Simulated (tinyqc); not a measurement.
Donor binding, ionisation and the Mott limit: two steps of the calculation.

Hydrogenic donor: Ry = (m0 q^3/(8 eps0^2 h^2)) me/eps_r^2 in eV, E0 = cc Ry, radius a = q/(8 pi eps0 eps_r E0), Mott density Nm = (0.26/a)^3. Below Nm the level sinks as Ed = E0 [1 - (N/Nm)^(1/3)]. Neutrality: Nc F12(eta) = N/(1 + 2 exp(eta + Ed/kB T)), F12(x) = (2/sqrt(pi)) int_0^infinity sqrt(u)/(1 + exp(u - x)) du.

Parameters, values chosen for the exercise; band and dielectric values those of a made-up semiconductor:
```
symbol,value,unit,meaning
T,77,K,temperature
eps_r,12.5,,relative permittivity
me,0.372,m0,"mass in the hydrogenic formula, set independently of Nc"
Nc,1.98e18,cm^-3,conduction-band density of states at 77 K
cc,1,,ratio of the true binding energy to the hydrogenic one
N,1e18,cm^-3,donor density
```

Constants: q = 1.602176634e-19 C, kB = 1.380649e-23 J/K, eps0 = 8.8541878128e-12 F/m, h = 6.62607015e-34 J s, m0 = 9.1093837015e-31 kg, Vt = kB T/q. Results are converted to the units shown.

Problem 1. Binding energy, radius and Mott density. The mean spacing of the donors is N^(-1/3).

Wanted: Ry; E0; a; Nm; spacing over a; Ed.

Solution 1.

Ry = 32.392 meV
E0 = 32.392 meV
a = 1.7781 nm
Nm = 3.1262e18 cm^-3
spacing over a = 5.6238
Ed = 10.239 meV

Problem 2. Ionisation. Solve the neutrality equation for eta. Boltzmann form: with k = (Nc/2) exp(-Ed/kB T) the ionised share is [-k + sqrt(k^2 + 4 k N)]/(2 N).

Ed = 10.239133 meV

Give: eta; ionised share; n; ionised share, Boltzmann form.

Solution 2.

eta = -1.649
ionised share = 35.72 %
n = 3.572e17 cm^-3
ionised share, Boltzmann form = 36.62 %

With the level held at E0 the share would be 8.24 %.

Range of the model: A sharp level with degeneracy 2 overstates freeze-out near Nm, where the impurity band broadens and merges with the conduction band.

Program tinyqc, `OMP_NUM_THREADS=1 python tinyqc.py 2330135 2330136 out.jsonl`; Intel Xeon 2.30GHz, shared host, one thread, about 0.01 s.
